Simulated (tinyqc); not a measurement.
Four methods from the same start: geometry relaxation of a small cluster. Computed by tinyqc, a small Python program. Command: `OMP_NUM_THREADS=1 python tinyqc.py 3006153 3006154 out.jsonl relax walk`. One thread of a shared host (Intel(R) Xeon(R) Processor @ 2.30GHz), about 0.01 s of CPU time with the checks.

E = sum_(i<j) phi(r_ij), phi(r) = eps [exp(-2 alpha (r - r0)) - 2 exp(-alpha (r - r0))]; the force on i is -sum_j phi'(r_ij) (R_i - R_j)/r_ij.

Inputs (values chosen for the exercise, for model atoms):
```
quantity                 value           unit
length r0                 2.56       angstrom
well depth eps            0.53             eV
stiffness alpha           1.72     1/angstrom
step factor eta          0.073  angstrom^2/eV
largest number of steps    500              -
```

Potential: Morse. Method: conjugate gradient.

starting positions (angstrom):
```
            x      y      z
atom 1  -0.05  -0.22  -0.08
atom 2   2.64  -0.08   0.18
atom 3   1.21   2.18  -0.25
atom 4   1.45    0.6   2.11
```

Method:
- Conjugate gradient (Polak-Ribiere): d = F + beta d(old), beta = max(0, F.(F - F(old))/|F(old)|^2), d = F at first; step length from one secant, s = eta (F.d)/(F.d - F(R + eta d).d), replaced by eta if that is not positive; R(new) = R + s d.
- No atom moves more than 0.3 angstrom a step (the whole step is scaled). Stop when the largest force component is below 1e-5 eV/angstrom.
- Hessian at the final positions by central differences of the forces; six eigenvalues vanish (translations and rotations). Steepest descent is stable for eta below 2/lambda_max and contracts the softest mode by 1 - eta lambda_min a step.
- Steepest descent: R(new) = R + eta F.
- BFGS: R(new) = R + B F with the inverse Hessian B = eta 1 at first; with s = R(new) - R, y = F - F(new), rho = 1/(y.s): B(new) = (1 - rho s y^T) B (1 - rho y s^T) + rho s s^T, skipped if y.s is not positive.
- FIRE with unit mass: if F.v > 0, v = (1 - a) v + a |v| F/|F|, and after more than 5 such steps in a row dt = min(1.1 dt, 5 dt0), a = 0.99 a; else v = 0, a = 0.1, and dt = dt/2 (not at the first step). Then v = v + dt F, R(new) = R + dt v. dt0 = sqrt(eta), a = 0.1 at first.
- In this comparison each method may take up to 1500 steps.

contraction of the softest mode = 0.771080

non-zero eigenvalues (eV/angstrom^2): 3.1359  3.1359  6.2718  6.2718  6.2718  12.5436

condition number = 4.00000

Cost:
```
method              steps  force calls  final E (eV)  calls to reach 1e-2
steepest descent       40           41       -3.1800                   15
conjugate gradient     10           21       -3.1800                   11
BFGS                   14           15       -3.1800                    8
FIRE                   98           99       -3.1800                   26
```

What does the comparison show, and why?

In force calls the order is BFGS (15), conjugate gradient (21), steepest descent (41), FIRE (99). All that converged end at the same energy. Near the minimum steepest descent multiplies the slowest mode by 0.771 in size a step, 9 steps a decade of force, at a condition number of 4.0. On this problem it beats FIRE in force calls.

Extremes, crossings and ranges named in words are read from the listed rows.
